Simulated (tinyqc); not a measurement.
Phonon-assisted absorption at an indirect gap: sweeps and comparisons. A value that a table varies takes the place of the one given here.

alpha(E) = sum_j A_j [N_j (E - Eg + w_j)^2 + (N_j + 1)(E - Eg - w_j)^2], each bracket counted only where its base is positive; N_j = 1/(exp(w_j/kB T) - 1). The first term absorbs a phonon and the second emits one; excitons and direct transitions are left out.

Photodiode (Gaertner form with a dead layer): QE = (1 - R) exp(-alpha xj) [1 - exp(-alpha W)/(1 + alpha L)], R = ((nr - 1)/(nr + 1))^2; responsivity = QE/E in A/W for E in eV.

Constants: kB = 8.617333262e-05 eV/K.

Values chosen for the exercise (loosely those of Si at room temperature; Eg is not tied to T; shifted at random, so the results belong to these values and not to a real crystal):
```
symbol  value         unit         meaning
Eg      1.134         eV           indirect gap, held fixed unless listed
w       (58.4, 19.1)  meV          two zone-edge phonons
A       (2400, 210)   1/(cm eV^2)  their strengths
T       300           K
nr      3.67                       refractive index
xj      0.2           micrometre   dead layer at the surface
W       1.8           micrometre   depleted width
L       2.2           micrometre   minority diffusion length below it
E       1.276         eV           photon energy
```

## The square root of alpha at three temperatures

The gap is held fixed, so only the phonon occupations change.

sqrt(alpha) (1/cm^(1/2)):
```
E - Eg (eV)     4 K    77 K   450 K
-0.04         0.000   0.011   0.481
-0.02         0.000   0.023   1.004
0.00          0.000   0.076   1.566
0.02          0.013   0.147   2.170
0.04          0.303   0.380   2.830
0.07          0.931   1.002   3.964
0.10          2.351   2.408   5.542
0.15          4.872   4.932   8.618
0.20          7.416   7.486  11.875
0.30         12.516  12.609  18.549
0.45         20.175  20.304  28.681
0.60         27.836  28.002  38.856
```

What can be read from the table?

Below the gap only phonon absorption acts: at E - Eg = -0.02 eV sqrt(alpha) is 0.000, 0.023 and 1.004 at 4, 77 and 450 K. A straight line through the last two rows meets the axis at E - Eg = +0.0550, +0.0544 and +0.0272 eV: the intercept is roughly a weighted mean of the thresholds, not the gap, and it moves from the emission side towards Eg as the occupations grow. At the last row alpha grows by a factor 1.95 from the lowest to the highest temperature at fixed gap.

## Spectral response

Response:
```
E (eV)  wavelength (nm)  alpha (1/cm)  1/alpha (micrometre)  dead layer  collected     QE    A/W
1.15               1078          1.79              5.60e+03       1.000      0.001  0.000  0.000
1.19               1042          5.29              1.89e+03       1.000      0.002  0.001  0.001
1.25                992          24.7                   405       1.000      0.010  0.007  0.005
1.33                932          90.3                   111       0.998      0.035  0.024  0.018
1.43                867           236                  42.3       0.995      0.089  0.060  0.042
1.58                785           589                  17.0       0.988      0.204  0.135  0.086
1.78                697      1.31e+03                  7.65       0.974      0.386  0.253  0.142
2.03                611      2.61e+03                  3.84       0.949      0.602  0.385  0.190
2.33                532      4.75e+03                  2.11       0.909      0.792  0.485  0.208
2.73                454      8.60e+03                  1.16       0.842      0.927  0.525  0.192
```

What does this show?

QE is highest, 0.525, at 2.73 eV of those listed and the responsivity at 2.33 eV; reflection alone caps QE at 0.673. Near the gap weak absorption limits it (collected share 0.001); at the top the dead layer passes 0.842. Far above the gap the quadratic law and a constant index are only rough.

## What moves the response

At the energy E. Each row changes one parameter from the base and keeps the others.

Results:
```
case                 alpha (1/cm)      QE
base                        41.03  0.0109
Eg = 1.114 eV               56.87  0.0151
T = 350 K                   48.77  0.0130
W = 3.6 micrometre          41.03  0.0158
L = 1.1 micrometre          41.03  0.0079
xj = 0.4 micrometre         41.03  0.0109
nr = 3.85                   41.03  0.0106
```

How do the results move?

The largest shifts from the base row, up to three for each result and ties (the steps differ in size, so this ranks the rows, not the parameters). alpha (1/cm): Eg +15.8, T +7.75; unchanged at the printed digits by W, L, xj and nr. QE: W +0.0049, Eg +0.0042, L -0.0030; unchanged at the printed digits by xj.

Run: tinyqc, `OMP_NUM_THREADS=1 python tinyqc.py 1651134 1651135 out.jsonl`; Intel(R) Xeon(R) Processor @ 2.30GHz, one thread, shared host; about 0.01 s of CPU time with all checks.
